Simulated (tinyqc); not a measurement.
Scale length and length offset from two DIBL values.

Problem. DIBL = exp(-Le/(2 l)) + 2 exp(-Le/l) with Le = L - dL. Find l, dL and the drawn length for a DIBL of 100 mV/V.

DIBL at drawn lengths 34 and 55 nm (mV/V): [102.53590, 17.957921]

Answer. With e = exp(-Le/(2 l)), 2 e^2 + e = DIBL gives e and so Le/l at each length; Le/l is a straight line in L with slope 1/l.

l = 6.500 nm
dL = 2.300 nm
length for 100 mV/V = 34.28 nm

Program tinyqc, `OMP_NUM_THREADS=1 python tinyqc.py 2002075 2002076 out.jsonl`; Intel Xeon 2.30GHz, shared host, one thread, about 0.01 s.
